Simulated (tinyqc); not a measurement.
Transfer-length model of a contact: course of the iteration.

A metal contact of length d and width W on a thin layer of the same width. The metal has no resistance, the sheet resistance under it equals Rsh, and current enters the layer at the front edge x = 0.

A = Lt coth(d/Lt) is solved for Lt, starting from Lt = A. Lt(new) = A tanh(d/Lt).

Stop when Lt changes by less than 1e-9 of itself, or after 40 iterations.

Parameters, values chosen for the exercise: contact length d = 0.018 um.

A = 0.339080 um

Course of the iteration:
```
iteration    Lt (um)  relative change
1          0.0179831            0.947
2           0.258375             13.4
3          0.0235843            0.909
4           0.218018             8.24
5          0.0279316            0.872
6           0.192566             5.89
7          0.0316033            0.836
8           0.174639             4.53
9          0.0348257            0.801
...              ...              ...
32          0.103801            0.824
33         0.0582171            0.439
34          0.101622            0.746
35         0.0594401            0.415
36         0.0996543            0.677
37         0.0605886            0.392
38         0.0978731            0.615
39         0.0616670            0.370
40         0.0962558            0.561
```

Did this iteration meet its convergence test, and what does its course show?

No. Not converged within 40 iterations: the values swing above and below the root and close in slowly. The plain step multiplies the error by -2x/sinh(2x) = -0.96 with x = d/Lt = 0.23, which nears -1 for a contact short against Lt. A rerun with the geometric mean of the old value and the plain step converges in 6 iterations, to 0.077433 um.

Computed by the program tinyqc: `OMP_NUM_THREADS=1 python tinyqc.py 2760015 2760016 out.jsonl`, one thread of a shared Intel Xeon 2.30GHz, about 0.01 s for the whole run.
